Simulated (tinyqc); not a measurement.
Four-point probe, van der Pauw, Hall and spreading-resistance readings of a semiconductor layer: one step, computed by the program tinyqc.

The layer is uniform and ohmic; contacts are points unless a radius is given.

Task: Spreading resistance. Flat disc contact with the current density of a half-space: R = (rho/(4 a)) c, c = (4/pi) int_0^infinity K(x t/a) sin(x) J1(x)/x^2 dx for a conducting backing, K = tanh, with the voltage averaged over the disc; c tends to 1 for t >> a.

Inputs (values chosen for the exercise, modelled on n-type silicon): layer thickness t = 770 micrometre; radius a of the spreading-resistance contact = 3.6 micrometre.

Backing of the layer: conducting.

resistivity rho = 0.06567244 ohm cm

Give: rho/(4 a); factor c; spreading resistance; column estimate rho t/(pi a^2).

Result:

rho/(4 a) = 45.61 ohm

factor c = 0.9979

spreading resistance = 45.51 ohm

column estimate rho t/(pi a^2) = 12420 ohm
